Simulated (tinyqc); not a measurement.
# Resistance of a tapered via with liner, size effect and interface, step by step

Program tinyqc, `OMP_NUM_THREADS=1 python tinyqc.py 2750113 2750114 out.jsonl`; Intel Xeon 2.30GHz, shared host, one thread, about 0.01 s. Printed values are rounded.

A round via whose diameter grows from db at the bottom as D(z) = db + 2 z/tan(ang). The fill, of diameter D - 2 tl, starts above the bottom liner (thickness fb tl) and has rho = rho0 (1 + ks lam/(D - 2 tl)); the sidewall liner conducts in parallel with it. The bottom liner and the interface are crossed over the full area pi db^2/4. Spreading in the lines above and below is left out.

Parameters, values chosen for the exercise; fill metal close to tungsten:
```
symbol,value,unit,meaning
db,23,nm,diameter at the bottom
hv,39,nm,height
ang,86,degrees,sidewall angle
rho0,5.41,uohm cm,bulk resistivity of the fill
lam,15.5,nm,mean free path of the fill
ks,1,,size-effect factor
tl,3,nm,liner on the sidewall
fb,1,,liner at the bottom over that on the sidewall
rl,290,uohm cm,resistivity of the liner
ri,4.1e-12,ohm cm^2,interface resistivity at the bottom
Sb,9.1e14,S/m^2,"ballistic conductance per area, about 3/(4 rho0 lam)"
```

## Slices of the via

Slices between z0 = fb tl and hv, evaluated at their midpoints: conductance per length pi/4 [(D - 2 tl)^2/rho + (D^2 - (D - 2 tl)^2)/rl], slice resistance = slice height over that. 9 slices.

z, slice 0 to 8 (nm): [5, 9, 13, 17, 21, 25, 29, 33, 37]
D, slice 0 to 8 (nm): [23.69927, 24.25868, 24.81810, 25.37751, 25.93693, 26.49634, 27.05576, 27.61517, 28.17458]
rho, slice 0 to 8 (uohm cm): [10.14777, 10.00261, 9.866083, 9.737439, 9.616014, 9.501218, 9.392522, 9.289451, 9.191582]
slice resistance, slice 0 to 8 (ohm): [1.605256, 1.488781, 1.384123, 1.289773, 1.204452, 1.127069, 1.056689, 0.9925116, 0.9338429]

## Total resistance

R_fill = sum of the slices; R_bottom = rl fb tl/(pi db^2/4); R_interface = ri/(pi db^2/4); ballistic (Sharvin) limit 1/(Sb pi (db - 2 tl)^2/4); ideal cylinder rho0 hv/(pi db^2/4).

parts (ohm): fill 11.08250, bottom liner 20.93986, interface 0.9868208
R = 33.00918 ohm
shares (%): fill 33.57399, bottom liner 63.43647, interface 2.98953
ballistic limit = 4.841399 ohm
ideal cylinder = 5.078276 ohm

The bottom liner is the largest part, and R is 6.50 times the ideal cylinder. With 2000 slices R = 33.012 ohm.
